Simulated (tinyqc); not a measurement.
Reverse leakage of an n+-p junction: diffusion, generation, trap-assisted and band-to-band tunnelling: leakage components against the trap level above the intrinsic level.

One-sided abrupt junction in the depletion approximation, x from the junction (0) to W on the p side, field F = F0 (1 - x/W). Flat quasi-Fermi levels, long p side. Traps generate through SRH with both lifetimes shortened by 1 + Gamma (Hurkx enhancement, form for moderate fields); band-to-band generation is local and needs a total bending above Eg.

ni = sqrt(Nc Nv) exp(-Eg/(2 Vt)), Eg in volts; Vbi = Vt ln(Na Nd/ni^2); W = sqrt(2 eps0 eps_r (Vbi + VR)/(q Na)); F0 = 2 (Vbi + VR)/W; FG = sqrt(24 mt m0 (kB T)^3)/(q hbar); J_diff = q ni^2 sqrt(Dn/tau)(1 - exp(-VR/Vt))/Na. u = (Vbi + VR)(1 - x/W)^2, p = Na exp(-u/Vt), n = Nd exp((u - Vbi - VR)/Vt); G0 = ni^2 (1 - exp(-VR/Vt))/(tau (n + p + 2 ni cosh(Et/Vt))); Gamma = 2 sqrt(3 pi)(F/FG) exp((F/FG)^2); trap-assisted part G0 Gamma; G_bb = Ab F^2.5 exp(-Bb/F) with F in V/cm, zero unless Vbi + VR > Eg. Currents are q times the integrals over 0 to W; J_bb under 1e-8 of J is printed as 0; rows with F0/FG above 2.2, beyond the range of this Gamma, are left out.

Parameters, values chosen for the exercise; band and dielectric values close to those of silicon: temperature T = 250 K; band gap Eg = 1.13 eV; relative permittivity eps_r = 11.6; conduction-band density of states at T Nc = 2.14e19 cm^-3; valence-band density of states at T Nv = 1.99e19 cm^-3; acceptor density of the lighter side Na = 4.5e16 cm^-3; donor density of the heavier side Nd = 5e19 cm^-3; SRH lifetime of both carriers at zero field tau = 1e-6 s; tunnelling mass mt = 0.24 m0; electron diffusion coefficient on the lighter side Dn = 18 cm^2/s; band-to-band prefactor Ab = 5.6e14 cm^-0.5 V^-2.5 s^-1; band-to-band field constant Bb = 1.95e7 V/cm; reverse bias VR = 2.1 V.

Constants: q = 1.602176634e-19 C, kB = 1.380649e-23 J/K, hbar = 1.054571817e-34 J s, m0 = 9.1093837015e-31 kg, Vt = kB T/q, eps0 = 8.8541878128e-14 F/cm where lengths are in cm. Results are converted to the units shown.

The same in every row: F0 (kV/cm) = 209; F0/FG = 0.761; J_diff (A/cm^2) = 1.07e-16; J_bb (A/cm^2) = 0.

Results:

| Et (eV) | J_SRH (A/cm^2) | J_TAT (A/cm^2) | J (A/cm^2) | largest part |
|---|---|---|---|---|
| -0.3 | 2.70e-16 | 9.69e-16 | 1.35e-15 | trap-assisted tunnelling |
| -0.2 | 2.48e-14 | 9.29e-14 | 1.18e-13 | trap-assisted tunnelling |
| -0.1 | 2.29e-12 | 8.85e-12 | 1.11e-11 | trap-assisted tunnelling |
| 0 | 1.08e-10 | 4.25e-10 | 5.33e-10 | trap-assisted tunnelling |
| 0.1 | 2.29e-12 | 8.85e-12 | 1.11e-11 | trap-assisted tunnelling |
| 0.3 | 2.70e-16 | 9.69e-16 | 1.35e-15 | trap-assisted tunnelling |

Estimate the missing row, Et = 0.2 eV.

Computed row:

| Et (eV) | J_SRH (A/cm^2) | J_TAT (A/cm^2) | J (A/cm^2) | largest part |
|---|---|---|---|---|
| 0.2 | 2.48e-14 | 9.29e-14 | 1.18e-13 | trap-assisted tunnelling |

With this row back in the table: J goes from 1.35e-15 through a maximum of 5.33e-10 (at Et = 0 among the rows listed) to 1.35e-15 A/cm^2. Trap-assisted tunnelling leads at Et = -0.3 and in all other rows.

Range of the model: The n+ side is degenerate, so Vbi from Boltzmann statistics is only a guide.

tinyqc, about 0.01 s, one thread, Intel Xeon 2.30GHz (shared host): `OMP_NUM_THREADS=1 python tinyqc.py 2290021 2290022 out.jsonl`
